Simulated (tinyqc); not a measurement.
Inside a calculation: averaged masses of warped heavy- and light-hole bands. Values are carried at full precision from step to step, so a last printed digit may differ when a step is redone from the rounded ones.

Constants: Ry = 13.60569312 eV; a0 (Bohr radius) = 0.5291772105 angstrom; kB = 8.617333262e-05 eV/K; hbar^2/2m0 = 3.80998211 eV angstrom^2.

Inputs chosen for the exercise (near those of GaP; shifted at random, so the results belong to these values and not to a real crystal):
- g1 = 4.05 (Luttinger gamma1)
- g2 = 0.49 (gamma2)
- g3 = 1.25 (gamma3)
- eps = 10.77 (dielectric constant)
- mso = 0.253 m0 (split-off mass)
- Dso = 0.082 eV (spin-orbit splitting)
- T = 77 K (temperature)

## Other forms of the parameters

Dresselhaus-Kip-Kittel form E = c [A k^2 -/+ sqrt(B^2 k^4 + C^2 (kx^2 ky^2 + ky^2 kz^2 + kz^2 kx^2))] with A = g1, B = 2 g2, C^2 = 12 (g3^2 - g2^2). Spherical form: mu = (6 g3 + 4 g2)/(5 g1), delta = (g3 - g2)/g1, masses 1/(g1 (1 -/+ mu)). Effective rydberg R* = Ry/(g1 eps^2) and radius a* = a0 g1 eps.

A, B, |C|: [4.050, 0.980, 3.984]

mu, delta: [0.4672, 0.1877]

spherical masses, heavy and light (m0): [0.4634, 0.1683]

R* = 28.96 meV
a* = 23.1 angstrom

delta/mu = 0.40 measures the warping against the spherical splitting.

## Masses along six directions

Four-band hole energies E = c k^2 f(u), c = hbar^2/2m0, f = g1 -/+ 2 sqrt(g2^2 + 3 (g3^2 - g2^2) s), s = ux^2 uy^2 + uy^2 uz^2 + uz^2 ux^2 for the unit vector u; minus for heavy, plus for light holes; the mass along u is 1/f.

Give s and both masses.

Masses (m0):
```
direction        s   heavy   light
[100]      0.00000  0.3257  0.1988
[110]      0.25000  0.5464  0.1595
[111]      0.33333  0.6452  0.1527
[210]      0.16000  0.4589  0.1689
[311]      0.15702  0.4562  0.1693
[321]      0.25000  0.5464  0.1595
```

The heavy mass grows by a factor of 1.98 from [100] to [111] while the light one shrinks by 23 %; 1/m_heavy + 1/m_light = 2 g1 in every direction.

## Density-of-states masses from three directions

m_d^(3/2) is the angular mean of m(u)^(3/2). The rule mean = (10 F[100] + 16 F[110] + 9 F[111])/35 is exact for cubic harmonics up to sixth order. Total m_d = (m_h^(3/2) + m_l^(3/2))^(2/3).

m^(3/2):
```
direction    heavy    light
[100]      0.18591  0.08864
[110]      0.40389  0.06370
[111]      0.51821  0.05965
```

m_d heavy, light (m0): [0.5163, 0.1695]

total = 0.5792 m0
share of light holes = 15.8 %

## Averages on a grid

Grid: n x n midpoints in cos(theta) from 0 to 1 and phi from 0 to pi/2, equal weights. m_d = <f^(-3/2)>^(2/3). Conductivity mass for one scattering time: 1/m_c = <|w|^2 f^(-5/2)>/<f^(-3/2)> with w = grad_k(k^2 f)/(2 k), that is |w|^2 = f^2 + |angular gradient of f|^2/4.

Use n = 40.

m_d heavy, light (m0): [0.5058, 0.1662]

m_c heavy, light (m0): [0.4439, 0.1628]

The three-direction rule differs from the grid by +2.08 % for heavy holes. Warping makes m_c of the heavy holes 12 % smaller than m_d; on a sphere the two are equal.

## Effective density of states

Nv = 2 (kT/(4 pi c))^(3/2) [m_h^(3/2) + m_l^(3/2) + mso^(3/2) exp(-Dso/kT)], c = hbar^2/2m0, parabolic bands, m_h and m_l the density-of-states masses from the grid; 1 angstrom^-3 = 1e24 cm^-3.

prefactor = 3.2631e+18 cm^-3

the three terms: [0.35971, 0.06775, 0.00000]

Nv = 1.395e+18 cm^-3

shares (%): [84.2, 15.8, 0.0]

kT/Dso = 0.08, small enough for the four-band form.

## Checks

- m_d and m_c of heavy holes for g2 = g3 against 1/(g1 - 2 g3): they agree to 1e-10 or better.
- m_d of heavy holes on grids of 40 and 160: both 0.5058.

Computed by tinyqc, a small Python program: `OMP_NUM_THREADS=1 python tinyqc.py 1081324 1081325 out.jsonl` (the numbers bound the seed that draws the inputs); one thread of a shared host (Intel(R) Xeon(R) Processor @ 2.30GHz), about 0.04 s for the whole set of steps.
